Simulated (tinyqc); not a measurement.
Trench capacitor in an array: capacitance, non-linearity, leakage and relaxation: one step of the calculation.

A film between two metal electrodes, each interface adding a series capacitance ci. The small-signal permittivity is ek (1 + aq E^2); the field is found with the linear permittivity. Leakage J = J0 sinh(E/Ef). After a voltage step the film passes a relaxation current kr C V tt^(-nr), tt being the time in seconds. The sidewall is a coaxial capacitor with radii a = dm/2 - t and b = dm/2, depth AR dm; the end face is left out.

Task. Planar capacitance, field and non-linearity. Planar film: Cf = eps0 ek/t, 1/C = 1/Cf + 2/ci, EOT = 3.9 eps0/C, effective permittivity C t/eps0, E = (V/t) C/Cf; quadratic coefficient [C(V)/C - 1]/V^2 with Cf (1 + aq E^2) in C(V).

Inputs (values chosen for the exercise); permittivity of the order of that of strontium titanate: relative permittivity of the film ek = 145; film thickness t = 7.3 nm; capacitance of each electrode interface (dead layer and screening) ci = 140 uF/cm^2; quadratic field coefficient of the permittivity aq = -0.069 cm^2/MV^2; bias V = 1.5 V; leakage prefactor J0 = 3.1e-10 A/cm^2; field for an e-fold rise of the leakage Ef = 0.2 MV/cm.

Constants: eps0 = 8.8541878128e-14 F/cm where lengths are in cm. Results are converted to the units shown.

Give: Cf; C; EOT; effective permittivity; E; quadratic coefficient; J.

Result.

Cf = 17.59 uF/cm^2
C = 14.06 uF/cm^2
EOT = 0.2457 nm
effective permittivity = 115.9
E = 1.642 MV/cm
quadratic coefficient = -6.866e4 ppm/V^2
J = 5.706e-7 A/cm^2

The interfaces take 20.1 % of the voltage.

Numbers from tinyqc (`OMP_NUM_THREADS=1 python tinyqc.py 2102046 2102047 out.jsonl`; about 0.01 s on one thread of a shared Intel Xeon 2.30GHz).
